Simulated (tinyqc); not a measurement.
Ways to average over directions: averaged masses of warped heavy- and light-hole bands.

Four-band hole energies E = c k^2 f(u), c = hbar^2/2m0, f = g1 -/+ 2 sqrt(g2^2 + 3 (g3^2 - g2^2) s), s = ux^2 uy^2 + uy^2 uz^2 + uz^2 ux^2 for the unit vector u; minus for heavy, plus for light holes; the mass along u is 1/f.

Grid: n x n midpoints in cos(theta) from 0 to 1 and phi from 0 to pi/2, equal weights. m_d = <f^(-3/2)>^(2/3). Conductivity mass for one scattering time: 1/m_c = <|w|^2 f^(-5/2)>/<f^(-3/2)> with w = grad_k(k^2 f)/(2 k), that is |w|^2 = f^2 + |angular gradient of f|^2/4.

Values chosen for the exercise (out of a larger set: near those of InSb; not measured data): g1 = 34.97 (Luttinger gamma1); g2 = 15.61 (gamma2); g3 = 16.39 (gamma3).

Heavy and light m_d on grids of growing n, against n = 160; also the three-direction rule <F> = (10 F[100] + 16 F[110] + 9 F[111])/35 and the spherical masses 1/(g1 (1 -/+ mu)), mu = (6 g3 + 4 g2)/(5 g1).

Masses (m0):
```
method,heavy,light,error heavy (%),error light (%)
grid n = 1,0.4517,0.0148,23.72,-0.88
grid n = 2,0.3716,0.0149,1.79,-0.14
grid n = 3,0.3684,0.0149,0.89,-0.06
grid n = 5,0.3661,0.0149,0.27,-0.02
grid n = 10,0.3654,0.0149,0.07,-0.01
grid n = 160,0.3651,0.0149,0.00,0.00
three directions,0.3748,0.0149,2.65,0.01
spherical,0.3554,0.0149,-2.67,0.01
[100] alone,0.2667,0.0151,-26.96,1.42
```

What can be read from this table?

The heavy mass is within 1 % from grid n = 3 on. Three directions err by +2.65 %, the spherical form by -2.67 % and [100] alone by -27.0 %; for light holes the same three err by +0.01, +0.01 and +1.4 %. The power -3/2 weights the heavy directions near [111], which a mean of f misses.

Run: tinyqc, `OMP_NUM_THREADS=1 python tinyqc.py 1050348 1050349 out.jsonl`; Intel(R) Xeon(R) Processor @ 2.30GHz, one thread, shared host; about 0.01 s of CPU time with all checks.
